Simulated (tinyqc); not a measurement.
# Ballistic Schottky-barrier transistor with a two-dimensional channel, WKB contacts: what changes with what

Source Fermi level 0, drain Fermi level -Vd. Far from the contacts Ec = pn - psi, and the gate moves psi one to one; the band edges relax as exp(-x/lam) from pn at the source and pn - Vd at the drain; Ev = Ec - Eg. A carrier of energy w inside the channel band meets at a contact a barrier of height D (the contact edge beyond the channel edge): T = 1 for w >= D, else exp(-S), S = 4 lam sqrt(m/C) [sqrt(D - w) - sqrt(w) arctan sqrt((D - w)/w)], C = hbar^2/(2 m0). The two contacts combine as Ts Td/(Ts + Td - Ts Td).

Parameters, values chosen for the exercise; channel values close to those of a black phosphorus layer: temperature T = 350 K; band gap Eg = 0.751 eV; barrier for electrons at both contacts pn = 0.39 eV; electron mass mn = 0.16 m0; hole mass mp = 0.14 m0; valleys or subbands g = 1; screening length at the contacts lam = 1.3 nm; drain bias Vd = 0.5 V; band shift psi of the channel by the gate ps = -0.4 V.

Constants: q = 1.602176634e-19 C, kB = 1.380649e-23 J/K, hbar = 1.054571817e-34 J s, h = 6.62607015e-34 J s, m0 = 9.1093837015e-31 kg, Vt = kB T/q, hbar^2/(2 m0) = 0.0380998212 eV nm^2. Results are converted to the units shown.

Each table varies one quantity; the others keep the values above.

## Ambipolar transfer curve

I/W = g (2 q^2/h) int T(w) [N(Es + w) - N(Ed + w)] dw with w the energy of motion along the channel, N(y) = (1/2 pi) sqrt(pi m kB T/C) Fm(-y/kB T), Fm(x) = (1/sqrt(pi)) int_0^infinity u^(-1/2)/(1 + exp(u - x)) du. Electrons: Ds = psi, Dd = psi - Vd, Es = Ec, Ed = Ec + Vd. Holes: Ds = -psi, Dd = Vd - psi, Es = -Ev, Ed = -Ev - Vd. The size of each current is taken; both flow from drain to source and add. The integrals are converged. Swing = d(psi)/d(log10 I).

Ambipolar transfer curve:
```
ps (V),electrons (uA/um),holes (uA/um),I (uA/um),swing (mV/decade)
-0.29,3.791e-8,584.6,584.6,-534.5
-0.21,5.379e-7,398.2,398.2,-429.7
-0.14,5.479e-6,261.9,261.9,-344.3
-0.06,7.774e-5,140.8,140.8,-255.1
0.01,7.455e-4,67.22,67.22,-186.3
0.09,0.004472,19.93,19.93,-124.9
0.16,0.02154,4.496,4.518,-98.72
0.24,0.1412,0.6388,0.7801,-145.8
0.31,0.7744,0.1166,0.8911,126.9
0.39,5.225,0.01801,5.243,103.4
0.46,20.90,0.003716,20.91,136.0
0.54,64.35,3.692e-4,64.35,198.9
```

I goes from 585 through a minimum of 0.780 (at ps = 0.24 V among the rows listed) to 64.3 uA/um; the exact minimum lies at psi = 0.271 V. Holes carry the left branch and electrons the right. The ratio of the last row to the smallest is 82.5 and of the first row 749, with barriers of 0.39 eV for electrons and 0.361 eV for holes. The steepest swing among the rows is 98.7 mV/decade, against the thermionic limit 69.4.

## Effect of the screening length

Same model as above.

Effect of the screening length:
```
lam (nm),current of the holes (uA/um),share over the barriers (%),|d psi/d log10| of this current (mV/decade)
0.5,3384,4.109e-5,905.0
1.6,584.0,2.381e-4,641.1
2.6,175.5,7.924e-4,527.2
3.7,57.91,0.002401,453.5
4.8,22.06,0.006305,407.2
5.9,9.341,0.01489,377.7
6.9,4.617,0.03012,361.0
8,2.291,0.06071,351.2
```

Read the table: what changes, and by how much?

The current falls from 3380 to 2.29 uA/um, while the share over the barriers rises from 4.11e-5 to 0.0607 %: the thermionic part does not depend on lam, and a thinner barrier adds tunnelling. The swing falls from 905 to 351 mV/decade.

Range of the model: No scattering, image-force lowering, channel charge or band-to-band tunnelling; parabolic kappa overstates S deep in the gap.

Program tinyqc, `OMP_NUM_THREADS=1 python tinyqc.py 2390110 2390111 out.jsonl`; Intel Xeon 2.30GHz, shared host, one thread, about 0.3 s.
